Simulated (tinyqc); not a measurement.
Worked calculation: anisotropic elasticity and sound waves of a cubic crystal. Computed by tinyqc, a small Python program that keeps every step. Command: `OMP_NUM_THREADS=1 python tinyqc.py 3010333 3010334 out.jsonl cubicelastic walk`. One thread of a shared host (Intel(R) Xeon(R) Processor @ 2.30GHz), about 0.01 s of CPU time with the checks. Intermediate numbers are printed to about 5 digits and carried at full precision; extremes and crossings named in words are read from the listed rows.

Voigt order 1..6 = xx, yy, zz, yz, xz, xy, with engineering shear strains. The rotated frame has x' as named, z' along the wafer normal and y' = z' x x'.

Inputs (values chosen for the exercise, modelled on silicon):
```
quantity                                value    unit
C11                                       168     GPa
C12                                     62.76     GPa
C44                                     80.42     GPa
density rho                             2.335  g/cm^3
expansion coefficient of the film         2.7   ppm/K
expansion coefficient of the substrate    2.6   ppm/K
cooling Delta T                           380       K
```

Frame: (113) wafer, x' along [1-10].

wave normal (not normalised): 3  1.5  3.2

## Compliances and anisotropy

S11 = (C11 + C12)/D, S12 = -C12/D, D = (C11 - C12)(C11 + 2 C12), S44 = 1/C44. Zener ratio A = 2 C44/(C11 - C12); S0 = S11 - S12 - S44/2; H = 2 C44 + C12 - C11.

S11 = 7.4704 1/TPa

S12 = -2.0317 1/TPa

S44 = 12.435 1/TPa

Zener ratio A = 1.5283

S0 = 3.2847 1/TPa

H = 55.6 GPa

## Stiffness in the rotated frame

direction cosines a (rows x', y', z' in the cube axes):
```
          x         y         z
x'  0.70711  -0.70711   0.00000
y'  0.63960   0.63960  -0.42640
z'  0.30151   0.30151   0.90453
```

C'_ijkl = C12 delta_ij delta_kl + C44 (delta_ik delta_jl + delta_il delta_jk) - H sum_m a_im a_jm a_km a_lm.

C' (GPa), lower triangle (symmetric):
```
        1       2       3      4       5      6
1  195.80
2   40.01  203.15
3   57.71   50.35  185.46
4  -10.72   -4.87   15.60  68.01
5    0.00    0.00    0.00   0.00   75.37
6    0.00    0.00    0.00   0.00  -10.72  57.67
```

Normal stress couples to shear strain in this frame.

## Moduli along the axes of the frame

Invert C' to S'. E along x' = 1/S'11, along y' = 1/S'22; Poisson ratios nu(x'y') = -S'12/S'11 and nu(x'z') = -S'13/S'11; in-plane shear modulus 1/S'66.

E along x' = 171.59 GPa

E along y' = 185.40 GPa

nu(x'y') = 0.11805

nu(x'z') = 0.29738

in-plane shear modulus = 56.149 GPa

E differs between x' and y' by -7.5 %.

## Thermal stress in a film with this orientation

On cooling, a thick substrate imposes eps_1 = eps_2 = (alpha_film - alpha_substrate) Delta T and eps_6 = 0; the free surface sets sigma_3 = sigma_4 = sigma_5 = 0, which fixes eps_3, eps_4, eps_5. Biaxial modulus M = (sigma_1 + sigma_2)/(2 eps); energy density M eps^2. Elastic response and constant coefficients are assumed.

in-plane strain = 0.038 per mille

elastic strain along the normal = -0.023323 per mille

stress along x' = 7.4643 MPa

stress along y' = 7.9974 MPa

biaxial modulus M = 203.44 GPa

energy density = 2.9377e-04 MJ/m^3

The film ends in tension.

## Sound waves along the wave normal

In the cube axes, with unit normal n: G_ij = (C12 + C44) n_i n_j + (C44 - H n_i^2) delta_ij, eigenvalues rho v^2, eigenvectors u (columns, largest component positive). Group velocity V_i = [(C12 + C44)(u.n) u_i + C44 n_i - H u_i^2 n_i]/(rho v); its angle to n has cosine v/|V|.

Christoffel matrix (GPa):
```
        x      y       z
x  117.10  29.98   63.96
y   29.98  89.59   31.98
z   63.96  31.98  122.15
```

phase velocities (m/s): 4879.6  5566.2  9275.7

polarisations:
```
       slow      fast  longitudinal
x   0.71375  -0.27581       0.64381
y   0.02886   0.93000       0.36642
z  -0.69981  -0.24295       0.67174
```

group speeds (m/s): 4939.1  5776.1  9291.9

angles between V and n (degree): 8.900  15.494  3.385

Energy flows off the wave normal by up to 15.5 degrees, for the fast transverse wave.

## Polycrystal bounds against single-crystal directions

B = (C11 + 2 C12)/3; Voigt G = (C11 - C12 + 3 C44)/5; Reuss G = 5/(4 (S11 - S12) + 3 S44); Hill is their mean; E = 9BG/(3B + G), nu = (3B - 2G)/(6B + 2G). Along <hkl>, with g = 0, 1/4, 1/3: 1/E = S11 - 2 S0 g; for a film with that normal C33 = C11 + 2 H g and M = [6B - (3B - C33) - (3B - C33)^2/C33]/2.

bulk modulus B = 97.84 GPa

Averages:
```
average  G (GPa)  E (GPa)       nu
Voigt     69.300   168.19  0.21349
Reuss     66.390   162.43  0.22331
Hill      67.845   165.32  0.21838
```

Directions:
```
direction  E (GPa)  biaxial modulus M (GPa)
<100>       133.86                   183.87
<110>       171.59                   220.27
<111>       189.37                   230.22
```

The bounds on G differ by 4.4 %, while E varies by a factor 1.41 with direction; with A above 1 the stiffest axis is <111>. Under a fixed mismatch strain, grains with a <100> normal store the least energy.

Checks made by the program: E along x' against 1/E = S11 - 2 S0 (l^2 m^2 + m^2 n^2 + n^2 l^2) (relative difference below 1e-10).
